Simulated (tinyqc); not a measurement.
Orbital energy against energy difference: ionisation energy by orbital energies and by energy differences in the 6-31g basis, for H6, spin multiplicity 1. Computed by the program tinyqc with PySCF. Command: `OMP_NUM_THREADS=1 python tinyqc.py 115379 115380 out.jsonl`; one thread of a shared host (Intel(R) Xeon(R) Processor @ 2.60GHz), about 20 s.

Geometry (angstrom):
```
atom       x       y       z
H     0.0000  0.0000  0.0000
H     0.0000  0.0000  0.7370
H     0.0000  0.0000  1.6840
H     0.0000  0.0000  2.4210
H     0.0000  0.0000  3.3680
H     0.0000  0.0000  4.1050
```

CCSD(T) difference in the same basis = 11.2872 eV

IP-EOM-CCSD = 11.3111 eV

The cation is unrestricted; errors are against CCSD(T) in this basis, not against experiment.

First vertical ionisation energy (eV):
```
method     -e(HOMO)  E(cation) - E  error of -e(HOMO)  error of the difference
HF          11.7427      10.923992             0.4555                  -0.3632
LDA          6.9533      11.014185            -4.3340                  -0.2730
PBE          7.0370      11.086404            -4.2502                  -0.2008
B3LYP        8.2166      11.373180            -3.0706                   0.0860
PBE0         8.3763      11.293177            -2.9110                   0.0059
CAM-B3LYP    9.7326      11.395003            -1.5546                   0.1078
LC-wPBE     11.0441      11.464696            -0.2431                   0.1775
```

Koopmans errs by +0.46 eV and Delta-HF by -0.36 eV: relaxation, 0.82 eV, lowers the value and the missing correlation difference works against it. The PBE level is off by -4.3 eV through the wrong tail of its potential, though its energy difference is off by -0.20 eV; exact exchange deepens the level, and among the orbital energies LC-wPBE comes closest; among the differences PBE0 does.
